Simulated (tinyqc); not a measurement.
Hole mobility in a silicon inversion layer, empirical terms and Matthiessen rule: course of the iteration: inversion density for the measured current.

Inversion layer of sheet density Ns on a uniformly doped body, under a high-permittivity gate with an interlayer. The mobility terms are empirical power laws with prefactors chosen for the exercise; adding their inverses (Matthiessen) is itself an approximation.

I = (W/L) q Ns mu Vd. E = q (Ndep + eta Ns)/(eps0 eps_r) in MV/cm. With t = T/(300 K): muC = Ac (Ns/1e12 cm^-2) t/(Nb/1e17 cm^-3 + Nit/1e11 cm^-2), muP = Ap E^(-1/3) t^(-1.75), muS = As E^(-gs), muR = Ar exp(2 ti/lr)/t; 1/mu is the sum of the inverses. Ns(new) = I/((W/L) q mu Vd).

Stop when Ns changes by less than 1e5 cm^-2, or after 120 iterations.

Parameters, values chosen for the exercise; material values close to those of silicon:
- T = 325 K (temperature)
- eps_r = 11.5 (relative permittivity of the semiconductor)
- Nb = 2.2e17 cm^-3 (body doping)
- eta = 0.3333 (weight of the inversion charge in the effective field)
- Ap = 138 cm^2/(V s) (phonon-limited mobility at 1 MV/cm and 300 K)
- As = 272 cm^2/(V s) (roughness-limited mobility at 1 MV/cm)
- gs = 1 (exponent of the roughness term)
- Ac = 1900 cm^2/(V s) (Coulomb prefactor)
- Nit = 8.6e10 cm^-2 (charge at the interface)
- Ar = 220 cm^2/(V s) (remote-phonon mobility without interlayer)
- ti = 1.2 nm (interlayer thickness)
- lr = 0.7 nm (decay length of remote phonons)
- WL = 1 (ratio W/L)
- Vd = 0.02 V (drain voltage)
- I = 2.27 uA (measured linear current)

Constants: q = 1.602176634e-19 C, eps0 = 8.8541878128e-14 F/cm where lengths are in cm. Results are converted to the units shown.

Ns at the start = 1e13 cm^-2
Ndep = 1.52667e12 cm^-2

Course of the iteration:
```
iteration  Ns (cm^-2)  |change| (cm^-2)
1          7.61003e12           2.39e12
2          7.00383e12           6.06e11
3          6.84725e12           1.57e11
4          6.80666e12           4.06e10
5          6.79614e12           1.05e10
6          6.79341e12            2.73e9
7          6.79270e12            7.09e8
8          6.79251e12            1.84e8
9          6.79247e12            4.77e7
10         6.79245e12            1.24e7
11         6.79245e12            3.21e6
12         6.79245e12            8.33e5
13         6.79245e12            2.16e5
14         6.79245e12            5.61e4
```

Did this iteration meet its convergence test, and what does its course show?

Yes. Converged in 14 iterations. At the end each change is about 0.26 times the one before: linear convergence.

Numbers from tinyqc (`OMP_NUM_THREADS=1 python tinyqc.py 2510085 2510086 out.jsonl`; about 0.01 s on one thread of a shared Intel Xeon 2.30GHz).
